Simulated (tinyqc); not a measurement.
# Resistance of a tapered via with liner, size effect and interface, step by step

tinyqc, about 0.01 s, one thread, Intel Xeon 2.30GHz (shared host): `OMP_NUM_THREADS=1 python tinyqc.py 2750179 2750180 out.jsonl` Printed values are rounded.

A round via whose diameter grows from db at the bottom as D(z) = db + 2 z/tan(ang). The fill, of diameter D - 2 tl, starts above the bottom liner (thickness fb tl) and has rho = rho0 (1 + ks lam/(D - 2 tl)); the sidewall liner conducts in parallel with it. The bottom liner and the interface are crossed over the full area pi db^2/4. Spreading in the lines above and below is left out.

Parameters, values chosen for the exercise; fill metal close to ruthenium: diameter at the bottom db = 47 nm; height hv = 170 nm; sidewall angle ang = 89 degrees; bulk resistivity of the fill rho0 = 7.83 uohm cm; mean free path of the fill lam = 6.41 nm; size-effect factor ks = 1.2; liner on the sidewall tl = 0.6 nm; liner at the bottom over that on the sidewall fb = 0.5; resistivity of the liner rl = 190 uohm cm; interface resistivity at the bottom ri = 1.4e-12 ohm cm^2; ballistic conductance per area, about 3/(4 rho0 lam) Sb = 1.5e15 S/m^2.

## Slices of the via

Slices between z0 = fb tl and hv, evaluated at their midpoints: conductance per length pi/4 [(D - 2 tl)^2/rho + (D^2 - (D - 2 tl)^2)/rl], slice resistance = slice height over that. 6 slices.

```
slice	z (nm)	D (nm)	rho (uohm cm)	slice resistance (ohm)
0	14.4417	47.5042	9.13071	1.52972
1	42.7250	48.4915	9.10355	1.46223
2	71.0083	49.4789	9.07751	1.39910
3	99.2917	50.4663	9.05251	1.33996
4	127.575	51.4537	9.02849	1.28447
5	155.858	52.4410	9.00539	1.23235
```

## Total resistance

R_fill = sum of the slices; R_bottom = rl fb tl/(pi db^2/4); R_interface = ri/(pi db^2/4); ballistic (Sharvin) limit 1/(Sb pi (db - 2 tl)^2/4); ideal cylinder rho0 hv/(pi db^2/4).

parts (ohm): fill 8.24783, bottom liner 0.328541, interface 0.0806942
R = 8.65706 ohm
shares (%): fill 95.2728, bottom liner 3.7951, interface 0.9321
ballistic limit = 0.404658 ohm
ideal cylinder = 7.67229 ohm

The fill is the largest part, and R is 1.13 times the ideal cylinder. With 2000 slices R = 8.6580 ohm.
